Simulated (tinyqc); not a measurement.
Quasi-harmonic thermal expansion with mode Grueneisen parameters. Changing the static bulk modulus B0. Computed by tinyqc, a small Python program. Command: `OMP_NUM_THREADS=1 python tinyqc.py 3001985 3001986 out.jsonl qha sweep`. One thread of a shared host (Intel(R) Xeon(R) Processor @ 2.30GHz), about 0.07 s of CPU time with the checks.

A crystal with two atoms a cell; per atom there are 1 transverse acoustic (TA), 1/2 longitudinal acoustic (LA) and 3/2 optical (O) modes. Every frequency of group i scales as nu_i (V/V0)^(-gamma_i). The acoustic groups have Debye spectra, density 3 nu^2/nu_i^3 up to nu_i (40 Gauss-Legendre points); the optical group has one frequency. Static energy: E = (9 V0 B0/16) [y^3 B' + y^2 (2 - 4 y)], y = (V0/V)^(2/3) - 1, with pressure P_s = (3 B0/2) (z^7 - z^5) [1 + (3/4)(B' - 4)(z^2 - 1)], z = (V0/V)^(1/3).

Inputs (values chosen for the exercise, modelled on silicon carbide): static volume V0 = 10.4 angstrom^3/atom; static B' = 4.09; frequency nu_TA = 11 THz; frequency nu_LA = 18.3 THz; frequency nu_O = 25.1 THz; Grueneisen parameter gamma_TA = 0.18; Grueneisen parameter gamma_LA = 1.1; Grueneisen parameter gamma_O = 1.1; temperature T = 200 K; step factor f = 1.2.

Acoustic groups: Debye.

Constants: h x 1 THz = 4.135667696 meV; k_B = 8.617333262e-05 eV/K; 1 eV/angstrom^3 = 160.2176634 GPa.

Method:
- For a mode with x = h nu/(k_B T), n = 1/(exp(x) - 1): U = h nu (n + 1/2), C/k_B = x^2 n (n + 1); U_i and C_i sum these over group i with its weight per atom.
- Phonon pressure P_ph = sum_i gamma_i U_i/V.
- gamma_th = sum gamma_i C_i / sum C_i; volume expansion coefficient alpha_V = gamma_th C k_B/(B0 V0); linear coefficient alpha_V/3; first-order volume change P_ph/B0.
- Start at V0 and step V(new) = V [1 + f (P_s + P_ph)/B0]; stop when |P_s + P_ph| < 1e-8 GPa, after 60 steps, or when V leaves 0.7 to 1.3 V0.
- B_T = -V d(P_s + P_ph)/dV at fixed T (central difference, step 1e-4 V); alpha_V = sum gamma_i C_i k_B/(B_T V), all at V(T); the linear coefficient is alpha_L = alpha_V/3.
- C_P - C_V = alpha_V^2 B_T V T; the optical frequency is nu_O (V/V0)^(-gamma_O).
- At T = 0, U_i is the zero-point energy (h nu/2 a mode); solve P_s + P_ph = 0.

One run for each value; columns: (1) static bulk modulus B0 (GPa); (2) volume change from V0 (%); (3) linear expansion coefficient (ppm/K); (4) linear expansion, Grueneisen estimate (ppm/K); (5) zero-point volume change (%):
```
(1)      (2)    (3)    (4)    (5)
86.8   1.923  2.819  2.659  1.868
116.0  1.435  2.079  1.990  1.395
154.0  1.079  1.549  1.499  1.049
206.0  0.805  1.148  1.120  0.783
275.0  0.603  0.855  0.839  0.586
366.0  0.452  0.639  0.631  0.440
488.0  0.339  0.478  0.473  0.330
651.0  0.254  0.357  0.355  0.247
```

Over the rows, volume change from V0 (%) falls from 1.92 to 0.254 (exponent d ln y / d ln x about -1.0 throughout); linear expansion coefficient (ppm/K) falls from 2.82 to 0.357 (exponent d ln y / d ln x about -1.0 throughout); linear expansion, Grueneisen estimate (ppm/K) falls from 2.66 to 0.355 (exponent d ln y / d ln x about -1.0 throughout). The exponent of linear expansion coefficient stays between -1.05 and -1.01, near -1: alpha_L = gamma C/(3 B V). The exponent of zero-point volume change stays between -1.01 and -1.00, near -1: the shift is P_ph/B0. The same phonon pressure moves a soft crystal further. The estimate at V0 is 0.943 of the full alpha in the first row and 0.992 in the last: it is exact in the stiff limit.
